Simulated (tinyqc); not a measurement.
# Depletion-mode phase shifter in a rib waveguide and its Mach-Zehnder modulator: effects of single changes

A lateral p-n junction at x0 in a waveguide whose mode intensity is a Gaussian of rms width s about x = 0; p side at smaller x. Reverse bias removes carriers and raises the index. Abrupt junction, doping uniform over the whole mode, lumped electrode (no travelling-wave effects).

Values chosen for this exercise; values close to those of silicon near 1550 nm: wavelength lam = 1530 nm; relative permittivity of the semiconductor eps_r = 11.7; acceptor density Na = 4.4e17 cm^-3; donor density Nd = 5.2e17 cm^-3; built-in voltage Vb = 0.99 V; rms width of the lateral mode intensity s = 120 nm; junction offset towards the n side x0 = 30 nm; vertical confinement times ng/n G = 0.83; rib height hr = 220 nm; fringe capacitance Cf = 44 pF/m; series resistance Rs = 12.6 ohm mm; reverse bias V = 4 V; passive loss a0 = 1.1 dB/cm.

Constants: q = 1.602176634e-19 C, eps0 = 8.8541878128e-14 F/cm where lengths are in cm. Results are converted to the units shown.

Each table varies one quantity; the others keep the values above.

## Effect of the donor density

Free-carrier changes (empirical, N and P in cm^-3): |dn| = 8.5e-18 P^0.8 for holes, 8.8e-22 N for electrons; absorption 6e-18 P and 8.5e-18 N in 1/cm. W = sqrt(2 eps0 eps_r (Vb + V)(1/Na + 1/Nd)/q); edges xp = x0 - W Nd/(Na + Nd), xn = x0 + W Na/(Na + Nd); F(x) = [1 + erf(x/(sqrt(2) s))]/2. dneff = G {dn_h [F(xp(0)) - F(xp(V))] + dn_e [F(xn(V)) - F(xn(0))]}; VpiL = lam V/(2 dneff); loss = a0 + 4.343 G {a_h F(xp) + a_e [1 - F(xn)]} dB/cm at V; C = eps0 eps_r hr/W + Cf; fRC = 1/(2 pi Rs C).

Effect of the donor density:
```
Nd (cm^-3)	dneff	VpiL (V cm)	loss (dB/cm)	VpiL x loss (V dB)	C (pF/m)	fRC (GHz)
5e16	6.778e-5	4.515	5.585	25.21	104.1	121.3
9.4e16	9.370e-5	3.266	5.240	17.11	123.0	102.7
1.7e17	1.246e-4	2.456	5.068	12.45	143.3	88.12
3.3e17	1.618e-4	1.891	5.647	10.68	167.2	75.55
6.1e17	1.924e-4	1.591	7.906	12.58	187.4	67.39
1.1e18	2.144e-4	1.427	13.04	18.62	203.1	62.21
2.1e18	2.302e-4	1.329	24.68	32.80	215.1	58.72
4e18	2.395e-4	1.278	47.64	60.87	222.6	56.74
```

As Nd goes from 5e16 to 4e18 cm^-3, VpiL falls from 4.51 to 1.28 V cm, the loss goes from 5.59 through a minimum of 5.07 (at Nd = 1.7e17 cm^-3 among the rows listed) to 47.6 dB/cm, their product goes from 25.2 through a minimum of 10.7 (at Nd = 3.3e17 cm^-3 among the rows listed) to 60.9 V dB and fRC falls from 121 to 56.7 GHz. Rs is held fixed, though in a real device it falls with doping. For Nd = 2.1e18 to 4e18 cm^-3 the peak field passes 0.7 MV/cm, near breakdown of such junctions.

## Effect of the junction offset towards the n side

Same model as above.

The same in every row: C (pF/m) = 182.5; fRC (GHz) = 69.21.

Effect of the junction offset towards the n side:
```
x0 (nm)	dneff	VpiL (V cm)	loss (dB/cm)	VpiL x loss (V dB)
-150	6.948e-5	4.404	13.00	57.24
-105	1.043e-4	2.935	11.12	32.64
-60	1.408e-4	2.174	9.270	20.15
-15	1.706e-4	1.793	7.831	14.04
30	1.851e-4	1.653	7.085	11.71
75	1.789e-4	1.711	7.085	12.12
120	1.533e-4	1.996	7.648	15.26
165	1.161e-4	2.636	8.467	22.32
```

As x0 goes from -150 to 165 nm, VpiL goes from 4.40 through a minimum of 1.65 (at x0 = 30 nm among the rows listed) to 2.64 V cm, the loss goes from 13.0 through a minimum of 7.09 (at x0 = 30 nm among the rows listed) to 8.47 dB/cm, their product goes from 57.2 through a minimum of 11.7 (at x0 = 30 nm among the rows listed) to 22.3 V dB and fRC stays at 69.2 GHz. In the row of smallest VpiL the p-side edge moves from -9.70 to -59.1 nm and the n-side edge from 63.6 to 105 nm, against s = 120 nm.

## Effect of the acceptor density

Same model as above.

Results:
```
Na (cm^-3)	dneff	VpiL (V cm)	loss (dB/cm)	VpiL x loss (V dB)	C (pF/m)	fRC (GHz)
5e16	4.483e-5	6.826	5.882	40.15	104.6	120.8
9.4e16	8.559e-5	3.575	5.479	19.59	124.0	101.8
1.7e17	1.312e-4	2.332	5.354	12.49	145.6	86.78
3.3e17	1.730e-4	1.769	6.160	10.89	171.5	73.66
1.1e18	1.992e-4	1.536	14.41	22.13	212.6	59.42
2.1e18	1.938e-4	1.579	26.84	42.38	227.2	55.60
4e18	1.827e-4	1.675	51.13	85.65	236.5	53.42
```

Estimate the missing row, Na = 6.1e17 cm^-3.

Computed row:
```
Na (cm^-3)	dneff	VpiL (V cm)	loss (dB/cm)	VpiL x loss (V dB)	C (pF/m)	fRC (GHz)
6.1e17	1.940e-4	1.577	8.782	13.85	194.3	65.00
```

With this row back in the table: As Na goes from 5e16 to 4e18 cm^-3, VpiL goes from 6.83 through a minimum of 1.54 (at Na = 1.1e18 cm^-3 among the rows listed) to 1.68 V cm, the loss goes from 5.88 through a minimum of 5.35 (at Na = 1.7e17 cm^-3 among the rows listed) to 51.1 dB/cm, their product goes from 40.2 through a minimum of 10.9 (at Na = 3.3e17 cm^-3 among the rows listed) to 85.6 V dB and fRC falls from 121 to 53.4 GHz. Rs is held fixed, though in a real device it falls with doping. For Na = 1.1e18 to 4e18 cm^-3 the peak field passes 0.7 MV/cm, near breakdown of such junctions.

tinyqc, about 0.01 s, one thread, Intel Xeon 2.30GHz (shared host): `OMP_NUM_THREADS=1 python tinyqc.py 2650112 2650113 out.jsonl`
